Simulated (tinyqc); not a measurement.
# Reverse leakage of an n+-p junction: diffusion, generation, trap-assisted and band-to-band tunnelling: what changes with what

One-sided abrupt junction in the depletion approximation, x from the junction (0) to W on the p side, field F = F0 (1 - x/W). Flat quasi-Fermi levels, long p side. Traps generate through SRH with both lifetimes shortened by 1 + Gamma (Hurkx enhancement, form for moderate fields); band-to-band generation is local and needs a total bending above Eg.

Parameters, values chosen for the exercise; band and dielectric values close to those of silicon:
- T = 250 K (temperature)
- Eg = 1.12 eV (band gap)
- eps_r = 11.8 (relative permittivity)
- Nc = 2.17e19 cm^-3 (conduction-band density of states at T)
- Nv = 2.02e19 cm^-3 (valence-band density of states at T)
- Na = 1.1e17 cm^-3 (acceptor density of the lighter side)
- Nd = 1e19 cm^-3 (donor density of the heavier side)
- tau = 5e-8 s (SRH lifetime of both carriers at zero field)
- Et = 0 eV (trap level above the intrinsic level)
- mt = 0.23 m0 (tunnelling mass)
- Dn = 13 cm^2/s (electron diffusion coefficient on the lighter side)
- Ab = 6.1e14 cm^-0.5 V^-2.5 s^-1 (band-to-band prefactor)
- Bb = 1.92e7 V/cm (band-to-band field constant)
- VR = 1.2 V (reverse bias)

Constants: q = 1.602176634e-19 C, kB = 1.380649e-23 J/K, hbar = 1.054571817e-34 J s, m0 = 9.1093837015e-31 kg, Vt = kB T/q, eps0 = 8.8541878128e-14 F/cm where lengths are in cm. Results are converted to the units shown.

Each table varies one quantity; the others keep the values above.

## Leakage components against the trap level above the intrinsic level

ni = sqrt(Nc Nv) exp(-Eg/(2 Vt)), Eg in volts; Vbi = Vt ln(Na Nd/ni^2); W = sqrt(2 eps0 eps_r (Vbi + VR)/(q Na)); F0 = 2 (Vbi + VR)/W; FG = sqrt(24 mt m0 (kB T)^3)/(q hbar); J_diff = q ni^2 sqrt(Dn/tau)(1 - exp(-VR/Vt))/Na. u = (Vbi + VR)(1 - x/W)^2, p = Na exp(-u/Vt), n = Nd exp((u - Vbi - VR)/Vt); G0 = ni^2 (1 - exp(-VR/Vt))/(tau (n + p + 2 ni cosh(Et/Vt))); Gamma = 2 sqrt(3 pi)(F/FG) exp((F/FG)^2); trap-assisted part G0 Gamma; G_bb = Ab F^2.5 exp(-Bb/F) with F in V/cm, zero unless Vbi + VR > Eg. Currents are q times the integrals over 0 to W; J_bb under 1e-8 of J is printed as 0; rows with F0/FG above 2.2, beyond the range of this Gamma, are left out.

The same in every row: F0 (kV/cm) = 272; F0/FG = 1.01; J_diff (A/cm^2) = 2.72e-16; J_bb (A/cm^2) = 0.

Leakage components against the trap level above the intrinsic level:
```
Et (eV)  J_SRH (A/cm^2)  J_TAT (A/cm^2)  J (A/cm^2)              largest part
-0.3           3.42e-15        2.13e-14    2.50e-14  trap-assisted tunnelling
-0.2           3.01e-13        1.95e-12    2.25e-12  trap-assisted tunnelling
-0.1           2.65e-11        1.76e-10    2.03e-10  trap-assisted tunnelling
0               1.19e-9         7.99e-9     9.17e-9  trap-assisted tunnelling
0.1            2.65e-11        1.76e-10    2.03e-10  trap-assisted tunnelling
0.2            3.01e-13        1.95e-12    2.25e-12  trap-assisted tunnelling
0.3            3.42e-15        2.13e-14    2.50e-14  trap-assisted tunnelling
```

What does the comparison show?

J goes from 2.50e-14 through a maximum of 9.17e-9 (at Et = 0 among the rows listed) to 2.50e-14 A/cm^2. Trap-assisted tunnelling leads at Et = -0.3 and in all other rows.

## Leakage components against the acceptor density of the lighter side

Same model as above.

Leakage components against the acceptor density of the lighter side:
```
Na (cm^-3)  F0 (kV/cm)  F0/FG  J_diff (A/cm^2)  J_SRH (A/cm^2)  J_TAT (A/cm^2)  J_bb (A/cm^2)  J (A/cm^2)              largest part
1e16              81.0  0.301         2.99e-15         4.07e-9         5.05e-9              0     9.11e-9  trap-assisted tunnelling
2.4e16             126  0.468         1.25e-15         2.59e-9         5.37e-9              0     7.96e-9  trap-assisted tunnelling
5.6e16             193  0.718         5.34e-16         1.68e-9         6.20e-9              0     7.88e-9  trap-assisted tunnelling
1.3e17             296   1.10         2.30e-16         1.09e-9         8.79e-9              0     9.88e-9  trap-assisted tunnelling
3.2e17             466   1.73         9.35e-17        6.87e-10         2.31e-8       3.91e-15     2.38e-8  trap-assisted tunnelling
```

What does the comparison show?

J goes from 9.11e-9 through a minimum of 7.88e-9 (at Na = 5.6e16 among the rows listed) to 2.38e-8 A/cm^2. Trap-assisted tunnelling leads at Na = 1e16 and in all other rows. The ratio J_TAT/J_SRH goes from 1.24 to 33.7 as F0/FG goes from 0.301 to 1.73.

Range of the model: The n+ side is degenerate, so Vbi from Boltzmann statistics is only a guide.

Computed by the program tinyqc: `OMP_NUM_THREADS=1 python tinyqc.py 2290053 2290054 out.jsonl`, one thread of a shared Intel Xeon 2.30GHz, about 0.01 s for the whole run.
